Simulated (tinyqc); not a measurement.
Ballistic Schottky-barrier transistor with a two-dimensional channel, WKB contacts: one step of the calculation.

Source Fermi level 0, drain Fermi level -Vd. Far from the contacts Ec = pn - psi, and the gate moves psi one to one; the band edges relax as exp(-x/lam) from pn at the source and pn - Vd at the drain; Ev = Ec - Eg. A carrier of energy w inside the channel band meets at a contact a barrier of height D (the contact edge beyond the channel edge): T = 1 for w >= D, else exp(-S), S = 4 lam sqrt(m/C) [sqrt(D - w) - sqrt(w) arctan sqrt((D - w)/w)], C = hbar^2/(2 m0). The two contacts combine as Ts Td/(Ts + Td - Ts Td).

Task. Current of the electrons on a coarse grid. I/W = g (2 q^2/h) int T(w) [N(Es + w) - N(Ed + w)] dw with w the energy of motion along the channel, N(y) = (1/2 pi) sqrt(pi m kB T/C) Fm(-y/kB T), Fm(x) = (1/sqrt(pi)) int_0^infinity u^(-1/2)/(1 + exp(u - x)) du. Electrons: Ds = psi, Dd = psi - Vd, Es = Ec, Ed = Ec + Vd. Holes: Ds = -psi, Dd = Vd - psi, Es = -Ev, Ed = -Ev - Vd. The size of each current is taken; both flow from drain to source and add. Simpson's rule on nE equally spaced w from 0 to wm.

Inputs (values chosen for the exercise); channel values close to those of a tungsten diselenide layer: temperature T = 300 K; barrier for electrons at both contacts pn = 0.9 eV; electron mass mn = 0.37 m0; valleys or subbands g = 2; screening length at the contacts lam = 2.8 nm; drain bias Vd = 0.05 V; band shift psi of the channel by the gate ps = 1.08 V; upper end of the grid wm = 1.3 eV; points of the grid nE = 15.

Constants: q = 1.602176634e-19 C, kB = 1.380649e-23 J/K, hbar = 1.054571817e-34 J s, h = 6.62607015e-34 J s, m0 = 9.1093837015e-31 kg, Vt = kB T/q, hbar^2/(2 m0) = 0.0380998212 eV nm^2. Results are converted to the units shown.

Wanted: w; Ts; Td; T; size of the supply difference; current.

Result.

| point | w (eV) | Ts | Td | T | size of the supply difference (1/um) |
|---|---|---|---|---|---|
| 0 | 0.0000 | 1.7675e-16 | 4.1335e-16 | 1.2381e-16 | 66.197 |
| 1 | 0.0929 | 6.6176e-10 | 1.4895e-9 | 4.5820e-10 | 107.63 |
| 2 | 0.1857 | 1.3594e-7 | 2.9393e-7 | 9.2949e-8 | 58.901 |
| 3 | 0.2786 | 5.4351e-6 | 1.1265e-5 | 3.6662e-6 | 2.6233 |
| 4 | 0.3714 | 9.1719e-5 | 1.8173e-4 | 6.0959e-5 | 0.073519 |
| 5 | 0.4643 | 8.7966e-4 | 0.0016610 | 5.7542e-4 | 0.0020262 |
| 6 | 0.5571 | 0.0055716 | 0.0099861 | 0.0035891 | 5.5815e-5 |
| 7 | 0.6500 | 0.025405 | 0.043000 | 0.016229 | 1.5375e-6 |
| 8 | 0.7429 | 0.087879 | 0.13947 | 0.056983 | 4.2353e-8 |
| 9 | 0.8357 | 0.23781 | 0.35018 | 0.16500 | 1.1667e-9 |
| 10 | 0.9286 | 0.50990 | 0.68379 | 0.41261 | 3.2139e-11 |
| 11 | 1.0214 | 0.85546 | 0.99105 | 0.84890 | 8.8531e-13 |
| 12 | 1.1143 | 1.0000 | 1.0000 | 1.0000 | 2.4387e-14 |
| 13 | 1.2071 | 1.0000 | 1.0000 | 1.0000 | 6.7179e-16 |
| 14 | 1.3000 | 1.0000 | 1.0000 | 1.0000 | 1.8506e-17 |

current = 3.0578e-4 uA/um

Range of the model: No scattering, image-force lowering, channel charge or band-to-band tunnelling; parabolic kappa overstates S deep in the gap.

Numbers from tinyqc (`OMP_NUM_THREADS=1 python tinyqc.py 2390122 2390123 out.jsonl`; about 0.3 s on one thread of a shared Intel Xeon 2.30GHz).
